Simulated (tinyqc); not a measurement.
Gap and superfluid density against temperature: BCS gap equation with a constant attraction inside the Debye window. Computed by tinyqc, a small Python program. Command: `OMP_NUM_THREADS=1 python tinyqc.py 3011869 3011870 out.jsonl bcs walk`. One thread of a shared host (Intel(R) Xeon(R) Processor @ 2.30GHz), about 0.01 s of CPU time with the checks.

Pairs attract with strength V for |xi| < k_B Theta; N(0) is the density of states for one spin. Energies are given as temperatures (E/k_B, in K) unless marked.

Inputs (values chosen for the exercise, modelled on tin): coupling N(0)V = 0.245; Debye temperature Theta = 196 K.

Solver: secant.

Constants: k_B = 8.617333262e-05 eV/K.

Method:
- At T = 0 the gap equation 1/(N(0)V) = int_0^Theta d xi/sqrt(xi^2 + Delta^2) has the integral arcsinh(Theta/Delta), so Delta_0 = Theta/sinh(1/(N(0)V)); weak coupling gives 2 Theta exp(-1/(N(0)V)).
- Gap equation: 1/(N(0)V) = I(Delta, T) = int_0^Theta tanh(E/2T)/E d xi, E = sqrt(xi^2 + Delta^2); 64 Gauss-Legendre points in y with xi = max(Delta, T) sinh(y).
- T_c solves I(0, T_c) = 1/(N(0)V); the weak-coupling form is T_c = (2 e^C/pi) Theta exp(-1/(N(0)V)) with Euler's C = 0.5772157, and 2 Delta_0/T_c then tends to 2 pi e^-C = 3.528.
- Interpolation tanh(1.74 sqrt(T_c/T - 1)); near T_c, 1.74 sqrt(1 - T/T_c). Clean-limit superfluid fraction 1 - (1/2T) int_0^(40 T) cosh^-2(E/2T) d xi (64 points); two-fluid rule 1 - (T/T_c)^4.

T_c = 3.75135 K

Delta_0 = 6.61880 K

Reduced quantities:

| T/T_c | Delta/Delta_0 | tanh form | square-root form | superfluid fraction | two-fluid rule |
|---|---|---|---|---|---|
| 0.10 | 1.00000 | 0.99994 | 1.6507 | 1.00000 | 0.99990 |
| 0.20 | 0.99988 | 0.99810 | 1.5563 | 0.99886 | 0.99840 |
| 0.30 | 0.99713 | 0.99022 | 1.4558 | 0.98179 | 0.99190 |
| 0.40 | 0.98505 | 0.97221 | 1.3478 | 0.92800 | 0.97440 |
| 0.50 | 0.95691 | 0.94023 | 1.2304 | 0.83418 | 0.93750 |
| 0.60 | 0.90704 | 0.88975 | 1.1005 | 0.70687 | 0.87040 |
| 0.70 | 0.82883 | 0.81411 | 0.9530 | 0.55394 | 0.75990 |
| 0.80 | 0.71111 | 0.70137 | 0.7782 | 0.38199 | 0.59040 |
| 0.90 | 0.52640 | 0.52267 | 0.5502 | 0.19608 | 0.34390 |
| 0.95 | 0.38037 | 0.37925 | 0.3891 | 0.09912 | 0.18549 |
| 0.98 | 0.24362 | 0.24358 | 0.2461 | 0.03988 | 0.07763 |

What does the comparison show, and why?

The tanh form misses the gap by at most about 0.017 (at T/T_c = 0.6); the square-root form is within 3 % only from T/T_c = 0.95. The gap keeps 99 % of Delta_0 up to T/T_c = 0.3, since quasiparticles are exponentially few. The two-fluid rule exceeds the BCS superfluid fraction most, by 0.21, at T/T_c = 0.8.
